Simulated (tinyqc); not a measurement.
Strip, Bethe and mean field against temperature: square-lattice Ising model by mean field, Bethe lattice, transfer matrix, exact enumeration and Monte Carlo steps. Computed by tinyqc, a small Python program. Command: `OMP_NUM_THREADS=1 python tinyqc.py 3026566 3026567 out.jsonl ising sweep`. One thread of a shared host (Intel(R) Xeon(R) Processor @ 2.30GHz), about 1 s of CPU time with the checks.

H = -J sum over nearest pairs s_i s_j, s = +-1, no field, periodic boundaries; energies per site are in J. As a lattice gas or an alloy, s marks which species holds the site.

Inputs (values chosen for the exercise, for a model lattice): coupling J = 6.54 meV; strip width w = 2.

Constants: k_B = 8.617333262e-05 eV/K.

Method:
- K = J/(k_B T). Onsager: k_B T_c/J = 2/ln(1 + sqrt 2); mean field: 4; Bethe lattice with z = 4: 2/ln 2.
- K = J/(k_B T). Mean field: m = tanh(4 K m), u = -2 m^2. Bethe: cavity field h = 3 artanh(tanh K tanh h), m = tanh(4h/3), u = -2 (tanh K + tanh^2 h)/(1 + tanh K tanh^2 h). Exact: m = [1 - sinh(2K)^(-4)]^(1/8) below T_c; u = -coth(2K) [1 + (2/pi)(2 tanh^2(2K) - 1) K1(k)], k = 2 sinh(2K)/cosh^2(2K), K1 the complete elliptic integral of the first kind. The largest root is taken.
- Strip of w sites, periodic across (for w = 2 the pair is joined by two bonds): T(s, s') = exp(K [sum_i s_i s'_i + (r(s) + r(s'))/2]), r(s) = sum_i s_i s_(i+1).
- With the eigenvalues l1 > l2: -f/(k_B T) = ln(l1)/w per site; xi = 1/ln(l1/l2) rows.

One run for each value:
```
temperature T (K)  correlation length xi  -f/(k_B T)  m, Bethe  m, mean field  u, Bethe  u, exact
114                               6.3498      1.3741   0.98677        0.98978   -1.9514   -1.9507
140                               3.6498      1.1605   0.95502        0.97074   -1.8468   -1.8386
166                               2.4764      1.0287   0.88093        0.93710   -1.6378   -1.5639
192                               1.8637      0.9437   0.71492        0.88530   -1.2755   -1.0812
218                               1.5018      0.8864   0.15686        0.81061   -0.6941   -0.8726
244                               1.2681      0.8464   0.00000        0.70494   -0.6028   -0.7403
271                               1.1016      0.8166   0.00000        0.54256   -0.5459   -0.6431
297                               0.9857      0.7953   0.00000        0.25267   -0.5002   -0.5725
323                               0.8979      0.7791   0.00000        0.00000   -0.4615   -0.5169
349                               0.8291      0.7665   0.00000        0.00000   -0.4282   -0.4716
```

Describe the trends.

Over the rows, correlation length xi falls from 6.35 to 0.829 (exponent d ln y / d ln x -2.7 between the first rows and -1.0 between the last); -f/(k_B T) falls from 1.37 to 0.766 (exponent d ln y / d ln x -0.82 between the first rows and -0.21 between the last); m, Bethe falls from 0.987 to 0, flat over part of the range.

Extremes, crossings and ranges named in words are read from the listed rows.
